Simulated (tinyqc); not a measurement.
The product rho l across metals: free and nearly free electrons in a metal.

Constants: hbar^2/2m0 = 3.80998211 eV angstrom^2; hbar = 6.58211957e-16 eV s.

Free electrons with m = 1; fcc cells hold 4 atoms and bcc cells 2; n = atoms z/a^3, kF = (3 pi^2 n)^(1/3), rho l = hbar kF/(n e^2), e = 1.602176634e-19 C. Inputs are chosen for the exercise.

Cases:
```
case     lattice  a (angstrom)  z  rho (micro-ohm cm)
near Na      bcc         4.216  1                4.55
near Al      fcc         4.017  3                2.58
near Ag      fcc         4.071  1                1.74
near Cu      fcc         3.616  1                1.71
near Ca      fcc         5.558  2                3.39
near Au      fcc         4.117  1                2.08
```

Rank the cases by rho l (1e-16 ohm m^2), lowest first.

Answer: near Al, near Cu, near Ag, near Au, near Ca, near Na.

Results:
```
case     lattice  a (angstrom)  z  rho (micro-ohm cm)  kF (1/angstrom)  EF (eV)  l (nm)  rho l (1e-16 ohm m^2)
near Na      bcc         4.216  1                4.55            0.925     3.26    31.3                  14.23
near Al      fcc         4.017  3                2.58            1.763    11.84    15.2                   3.91
near Ag      fcc         4.071  1                1.74            1.206     5.54    48.0                   8.36
near Cu      fcc         3.616  1                1.71            1.358     7.03    38.6                   6.59
near Ca      fcc         5.558  2                3.39            1.113     4.72    29.0                   9.82
near Au      fcc         4.117  1                2.08            1.193     5.42    41.1                   8.55
```

rho l falls as n^(-2/3): it is lowest for the case near Al and highest for near Na. The lowest bulk rho belongs to near Cu; in very narrow wires, where rho l rules, the order changes. Real Fermi surfaces depart from spheres, most for the polyvalent and noble metals.

Computed by tinyqc, a small Python program: `OMP_NUM_THREADS=1 python tinyqc.py 1681991 1681992 out.jsonl` (the numbers bound the seed that draws the inputs); one thread of a shared host (Intel(R) Xeon(R) Processor @ 2.30GHz), about 0.01 s for the whole set of steps.
